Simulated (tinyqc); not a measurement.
Raising the field: quantum-confined Stark effect in a modulator well.

Envelopes on cells of 0.5 angstrom over the well |z| < L/2 and 45 angstrom of barrier on each side, psi = 0 beyond, psi'/m continuous (mean mass between points), c = hbar^2/2m0. The electron sees + e F z and the hole - e F z, each with its offset in the barriers; 1 kV/cm = 1e-5 eV/angstrom. Light holes, band mixing and escape by tunnelling are left out.

Exciton: in-plane function exp(-rho/lam), 1/mu = 1/me + 1/mp, E(lam) = c/(mu lam^2) - (q/eps) times the integral over k of Fm(k)(1 + (k lam/2)^2)^(-3/2), Fm(k) the double integral of psi_e^2 psi_h^2 exp(-k |z - z'|), q = e^2/(4 pi eps0); binding Eb = -E at the minimum. Line at Eg + E_e + E_h - Eb, strength proportional to overlap^2/lam^2.

Constants: hbar^2/2m0 = 3.80998211 eV angstrom^2; e^2/(4 pi eps0) = 14.39964547 eV angstrom; hc = 1239.841984 eV nm.

Parameters, chosen for this exercise (near those of an InGaAs well in InAlAs; shifted at random, so the results belong to these values and not to a real crystal): L = 132 angstrom (well width); Vc = 0.539 eV (conduction offset); Vv = 0.194 eV (heavy-hole offset); me = 0.043 m0 (electron, well); meb = 0.0715 m0 (electron, barrier); mh = 0.376 m0 (heavy hole along z, well); mhb = 0.445 m0 (heavy hole, barrier); Eg = 0.748 eV (gap of the well); mp = 0.109 m0 (heavy hole in the plane); eps = 13.4 (dielectric constant); Fs = (0, 23, 46, 69, 95, 123, 154) kV/cm (fields).

All quantities anew; shifts from zero field.

Results:
```
F (kV/cm)  dE_e (meV)  dE_h (meV)  Eb (meV)  line shift (meV)  overlap^2  relative strength
0                0.00        0.00      5.51              0.00      0.990              1.000
23              -0.48       -2.51      5.27             -2.75      0.803              0.754
46              -1.91       -8.47      4.91             -9.78      0.543              0.453
69              -4.25      -16.18      4.61            -19.52      0.362              0.272
95              -7.90      -26.10      4.35            -32.82      0.230              0.156
123            -12.91      -37.73      4.13            -49.26      0.143              0.089
154            -19.60      -51.44      3.95            -69.47      0.085              0.049
```

The line shift grows with exponent 1.83 in F at low field and 1.53 at the end, as the carriers come up against opposite walls and the dipole begins to saturate. The hole gives 84 % of the level shift in the second row and 72 % in the last. The largest shift is 12.6 times the zero-field binding, yet 72 % of the binding survives, since the walls stop the field from pulling the pair apart. Half the strength is gone between 23 and 46 kV/cm.

Computed by tinyqc, a small Python program: `OMP_NUM_THREADS=1 python tinyqc.py 1281482 1281483 out.jsonl` (the numbers bound the seed that draws the inputs); one thread of a shared host (Intel(R) Xeon(R) Processor @ 2.30GHz), about 0.1 s for the whole set of steps.
